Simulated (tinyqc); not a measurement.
Worked calculation: band-to-band tunnelling across a p-n junction in a two-band chain. Values are carried at full precision from step to step, so a last printed digit may differ when a step is redone from the rounded ones.

Sites alternate A at -Eg/2 and C at +Eg/2 with hopping -t; near the edges, with k counted from the zone boundary pi/a, E^2 = (Eg/2)^2 + (t a k)^2, so t = sqrt(c Eg/m)/a gives the mass m, c = hbar^2/2m0. In the gap cosh(q a) = 1 + (Eg^2/4 - e^2)/(2 t^2), e the energy from the local mid-gap. The potential is V0 = Eg + ov on the p side (left), 0 on the n side, and falls linearly over the 2N sites of the junction, V_j = V0 (1 - j/(2N + 1)), j = 1 to 2N, site 1 being A. E = Eg/2 + x ov. A half chain that ends on a site of level e1 with neighbour e2 has g = (1 + z)/(E - e1), z = exp(-/+ i k a) the root with Im g < 0, cos(k a) = (E - e1)(E - e2)/(2 t^2) - 1. S_L = t^2 g (ending on C, shifted by V0), S_R = t^2 g (starting on A). T = 4 Im(S_L) Im(S_R) |G_(1,2N)|^2.

Constants: hbar^2/2m0 = 3.80998211 eV angstrom^2.

Parameters, chosen for this exercise (gap and mass near those of GaSb; shifted at random, so the results belong to these values and not to a real crystal):

| symbol | value | unit | meaning |
|---|---|---|---|
| Eg | 0.723 | eV | gap |
| m | 0.0433 | m0 | mass of electron and light hole |
| a | 5 | angstrom | period (two sites) |
| ov | 0.44 | eV | overlap: top of the valence band on the p side above the conduction edge on the n side |
| N | 4 |  | periods in the small junction |
| x | 0.44 |  | energy above the n-side conduction edge, as a share of ov |

## Hopping, field and tunnelling length

Form t, V0, E, the field F = V0/((2N + 1) a/2) (1 V/angstrom = 100 MV/cm) and the length Eg/F over which E lies in the gap.

t = 1.5952 eV
V0 = 1.1630 eV
E = 0.5551 eV
F = 5.169 MV/cm
tunnelling length = 13.99 angstrom

So short a junction keeps the matrix small; its field is above the 1 to 3 MV/cm of tunnel diodes.

## Self-energies of the two sides

Form cos(k a) and S for each side.

cos(k a): left -0.953067, right -0.965132

S_L, S_R (eV): -0.12320-0.79475i  0.09680-0.72671i

## Recursive Green function

g_1 = 1/(E - e_1 - S_L); g_j = 1/(E - e_j - t^2 g_(j-1)), with S_R also subtracted at the last site; G_1j = G_1(j-1) (-t) g_j, G_11 = g_1; e_j is the site level plus V_j. The self-energies stand in the order S_L, S_R.

Sweep:

| j | e_j (eV) | g_j (1/eV) | G_1j (1/eV) |
|---|---|---|---|
| 1 | 0.6723 | 0.0095-1.2582i | 0.0095-1.2582i |
| 2 | 1.2661 | -0.0681-0.2967i | 0.5965-0.1322i |
| 3 | 0.4138 | 0.4703-1.1285i | -0.2095+1.1731i |
| 4 | 1.0076 | -0.1504-0.2618i | -0.5403+0.1939i |
| 5 | 0.1554 | 0.7408-0.6309i | 0.4433-0.7729i |
| 6 | 0.7492 | -0.3013-0.2327i | 0.4999-0.2070i |
| 7 | -0.1031 | 0.5985-0.2487i | -0.3952+0.3959i |
| 8 | 0.4907 | -0.3645-0.3186i | -0.4309+0.0294i |

T = 0.4310

## WKB for the same field

T = exp(-2 I/F), I = integral of q de across the gap. Continuum: q = sqrt(Eg^2/4 - e^2)/(t a), I = pi Eg^2/(8 t a). Lattice: q from the cosh formula, 12 Gauss-Legendre points in u with e = (Eg/2) sin(u), u from -pi/2 to pi/2. F in V/angstrom is the value in MV/cm over 100.

I (eV/angstrom): continuum 0.025737, lattice 0.025695

T by WKB: continuum 0.3694, lattice 0.3700

The chain gives 0.4310, 1.165 times the lattice WKB value; the exponent is only 0.99, and reflections at the two kinks of the potential count.

## Checks

- G_(1,2N) from the sweep against inversion of the whole matrix (size): both 0.43195.

tinyqc: `OMP_NUM_THREADS=1 python tinyqc.py 1481922 1481923 out.jsonl`; about 0.01 s, one thread, shared Intel(R) Xeon(R) Processor @ 2.30GHz.
